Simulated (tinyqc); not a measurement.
Inside a calculation. Model: growth of a silicide layer between metal and silicon: linear-parabolic kinetics, ramp anneals and Kissinger analysis. Computed by tinyqc, a small Python program that keeps every step. Command: `OMP_NUM_THREADS=1 python tinyqc.py 3029064 3029065 out.jsonl silicide walk`. One thread of a shared host (Intel(R) Xeon(R) Processor @ 2.30GHz), about 0.1 s of CPU time with the checks. Intermediate numbers are printed to about 6 digits and carried at full precision; extremes and crossings named in words are read from the listed rows.

One compound layer of thickness x grows by diffusion through itself and reaction at an interface, dx/dt = 1/(2x/K + 1/v), until the metal is used up at x = a h.

Inputs (values chosen for the exercise, modelled on CoSi):
```
quantity                                  value          unit
metal thickness h                            11            nm
silicide formed per metal thickness a      2.02             -
silicon consumed per metal thickness b     1.82             -
prefactor of the parabolic constant K   5.5e+14        nm^2/s
activation energy E of K                   1.93            eV
prefactor of the interface velocity v   5.8e+14          nm/s
activation energy E_v                      2.12            eV
temperature T                               455             C
time t                                      600             s
ramp rate beta                              0.1           C/s
silicide resistivity                        130  micro-ohm cm
junction depth x_j                           30            nm
```

Constants: k_B = 8.617333262e-05 eV/K.

## Final thickness

The silicide ends at the thickness a h.

final thickness = 22.22 nm

## Geometry at full reaction

Silicon consumed b h, sheet resistance rho/(final thickness) with 1 micro-ohm cm/nm = 10 ohm; margin to the junction x_j - b h.

silicon consumed = 20.02 nm

sheet resistance = 58.5059 ohm/square

margin to the junction = 9.98 nm

The layer takes 67 % of the junction depth; its surface lies 2.20 nm above the original silicon surface.

## Isothermal growth

K = K0 exp(-E/(k_B T)), v = v0 exp(-E_v/(k_B T)). Temperatures in kelvin are T(C) + 273.15. x^2/K + x/v = t, so x = (K/(2v)) [sqrt(1 + 4 v^2 t/K) - 1], capped at a h; completion time t_c = (a h)^2/K + a h/v, a h being the final thickness; crossover thickness K/v.

K = 24.1082 nm^2/s

v = 1.23076 nm/s

crossover thickness = 19.5880 nm

thickness at time t = 22.22 nm

completion time = 38.5335 s

The metal is used up. Diffusion makes up 53 % of the completion time.

## Ramp anneal

Ramp from x = 0 at 100 C at the rate beta: dx/dT = (1/beta)/(2x/K + 1/v), integrated adaptively (tolerance 1e-9) until x = a h at T_f.

completion temperature T_f = 420.579 C

## Kissinger analysis

Plot ln(beta/T_f^2) against 1/(k_B T_f), T_f in kelvin; minus the least-squares slope estimates the activation energy.

Ramps:
```
beta (C/s)  T_f (C)  1/(k_B T_f) (1/eV)  ln(beta/T_f^2)
0.03        398.076             17.2885        -16.5248
0.1         420.579             16.7277        -15.3867
0.3         442.483             16.2157        -14.3503
1           468.143             15.6544        -13.2168
3           493.224             15.1421        -12.1847
10          522.739             14.5806        -11.0563
30          551.725             14.0682        -10.0293
```

Kissinger energy = 2.01698 eV

A thousandfold faster ramp raises the completion temperature by only 154 C. The fit gives 2.017 eV, against E = 1.93 eV for diffusion and E_v = 2.12 eV for the interface: it lies 46 % of the way from E to E_v, as both steps resist. Caution: nucleation and competing phases are left out; disilicides such as CoSi2 and the low-resistance form of TiSi2 start by nucleation and follow this law at best in part.

Checks made by the program: isothermal closed form against integration (relative difference below 1e-10).
